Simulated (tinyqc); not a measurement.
Classical Heisenberg spin chain: exact results, Metropolis, heat-bath and over-relaxation steps, and a Monte Carlo run: one step, computed by the program tinyqc. Command: `OMP_NUM_THREADS=1 python tinyqc.py 3130112 3130113 out.jsonl heismc walk`. One thread of a shared host (Intel(R) Xeon(R) Processor @ 2.30GHz), about 0.1 s of CPU time with the checks.

E = -J sum_i s_i . s_(i+1) for unit vectors s_i on an open chain; K = J/(k_B T).

Problem. Four single-spin steps. The given spins are first normalised. Spins 2 and 3 are updated in turn, with h = K (sum of the two neighbours). Heat bath: cos(theta) = 1 + ln(1 - r1 (1 - exp(-2 |h|)))/|h| about n = h/|h|, azimuth 2 pi r2 = phi in the frame a = n x z/|n x z|, b = n x a: s = n cos(theta) + sin(theta)(a cos(phi) + b sin(phi)); r1, r2 are the first two numbers of the row.

Inputs (values chosen for the exercise, for a model chain of large moments): temperature T = 60.5 K.

Update: heat bath.

four neighbouring spins (rows; components x, y, z):
```
         1        2        3
1  -0.5125  -0.6296   0.5840
2  -0.6813  -0.0191   0.7317
3  -0.2442   0.6198  -0.7458
4   0.0922  -0.3629   0.9273
```

random numbers, one row a step:
```
        1       2       3
1  0.2847  0.2063  0.5908
2  0.9731  0.2498  0.6604
3  0.2984  0.8758  0.6433
4  0.3914  0.5401  0.1889
```

K = 0.4219825

Give: the table «Steps» with the columns |h|, h . s before, h . s after, move, x, y, z.

Solution.

Steps:
```
spin     |h|  h . s before  h . s after       move        x        y        z
2     0.3265        0.1677       0.1797  heat bath  -0.3731   0.2216  -0.9009
3     0.1332       -0.0163      -0.1250  heat bath   0.8097   0.4078  -0.4221
2     0.1707       -0.1291       0.0805  heat bath  -0.2277  -0.6122   0.7572
3     0.8233       -0.5141       0.4435  heat bath   0.7957  -0.2019   0.5711
```
